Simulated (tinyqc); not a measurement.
Inside a calculation: Wannier function of the lower band of a two-orbital chain. Values are carried at full precision from step to step, so a last printed digit may differ when a step is redone from the rounded ones.

H(k) = [[-d/2 - 2 ta cos k, -t1 - t2 exp(-ik)], [-t1 - t2 exp(ik), d/2 - 2 tb cos k]], k in 1/a, Bloch sums with exp(ikR) and without the positions inside the cell. Mesh k_j = 2 pi j/N. Projection gauge: each lower eigenvector u is multiplied by the phase that makes <trial|u> real and positive (the one-band case of Loewdin orthogonalisation). Wannier amplitudes w(R) = (1/N) sum_k exp(ikR) u(k); hoppings H(R) = (1/N) sum_k exp(-ikR) E(k).

Parameters, chosen for this exercise: d = 1.13 eV (A at -d/2, B at +d/2); t1 = 2.33 eV (A-B in the cell); t2 = 0.8 eV (B to A of the next cell); ta = 0.15 eV (A-A between cells); tb = 0.25 eV (B-B between cells); N = 6 (k points); th = 70 degrees (trial orbital cos(th) A + sin(th) B in cell 0); xb = 0.53 a (position of B (A at 0)); a = 4.7 angstrom (period); kq = 2.94 1/a (point off the mesh).

## Bloch states in the projection gauge

Diagonalise at each mesh point and fix the phase.

Mesh:
```
j  E lower (eV)  E upper (eV)               u_A               u_B  |<trial|u>|
0       -3.5644        2.7644           0.75728           0.65309       0.8727
1       -3.0632        2.6632  0.75658-0.13238i  0.63855+0.04818i       0.8588
2       -1.9408        2.3408  0.78078-0.18443i  0.59318+0.06713i       0.8244
3       -1.2683        2.0683           0.83625           0.54835       0.8013
4       -1.9408        2.3408  0.78078+0.18443i  0.59318-0.06713i       0.8244
5       -3.0632        2.6632  0.75658+0.13238i  0.63855-0.04818i       0.8588
```

The projection is smallest at j = 3 (0.8013); the gauge is smooth as long as it stays away from zero.

## The Wannier function

w(R) = (1/N) sum_j exp(2 pi i j R/N) u_j, for the N cells nearest the origin; it is real.

Amplitudes:
```
R      on A     on B
-2   0.0244  -0.0105
-1  -0.1087   0.0583
0    0.7780   0.6108
1    0.0743  -0.0083
2   -0.0057   0.0004
3   -0.0051   0.0023
```

norm = 1.0000

Cell 0 holds 97.8 % of the weight.

## Centre and spread in real space

Point-like orbitals at R (A) and R + xb (B): centre <x>, spread <x^2> - <x>^2.

centre in units of a = 0.189
centre in angstrom = 0.887
spread = 1.998 angstrom^2

## The same from overlaps (Marzari-Vanderbilt)

b = 2 pi/N; M_j = u_j^+ diag(1, exp(-i b xb)) u_(j+1), with u_N = u_0. Centre = -(1/2 pi) sum arg M_j; gauge-invariant part Omega_I = (1/(N b^2)) sum (1 - |M_j|^2); gauge-dependent part Omega_D = (1/(N b^2)) sum (arg M_j + b centre)^2.

Overlaps:
```
j   |M_j|  arg M_j (rad)
0  0.9885        -0.3012
1  0.9738        -0.2335
2  0.9113        -0.0532
3  0.9113        -0.0532
4  0.9738        -0.2335
5  0.9885        -0.3012
```

centre from overlaps = 0.187 a
Omega_I = 0.0743 a^2
Omega_D = 0.0100 a^2

The centre is the Berry phase over 2 pi and does not depend on the trial orbital (modulo a). Omega_D is 11.9 % of the total; in one dimension a gauge that spreads the phase evenly removes it. The total is 0.0843 a^2, against 0.0909 a^2 (centre 0.189 a) in real space on 96 cells.

## Hoppings and interpolation

H(R) = (1/N) sum_j E_j cos(2 pi j R/N) for R = 0 to N/2. Interpolation: E(k) = H(0) + 2 sum H(R) cos(kR), the term R = N/2 of an even mesh counted once.

H(0), H(1), ... (eV): -2.4735  -0.5697  0.0286  -0.0085

interpolated E(kq) = -1.2974 eV

The exact value is -1.2981 eV; the interpolation is off by +0.6 meV. Though the chain has short hoppings, the single band has longer ones, made by paths through the other orbital, which the tails of the Wannier function carry.

## Checks

- Centre from overlaps against the real-space centre on 200 points: both 0.1887.
- Omega_I + Omega_D against the real-space spread on 200 points: both 0.0909.

Program tinyqc; command `OMP_NUM_THREADS=1 python tinyqc.py 1451230 1451231 out.jsonl`; about 0.2 s on one thread of a shared Intel(R) Xeon(R) Processor @ 2.30GHz.
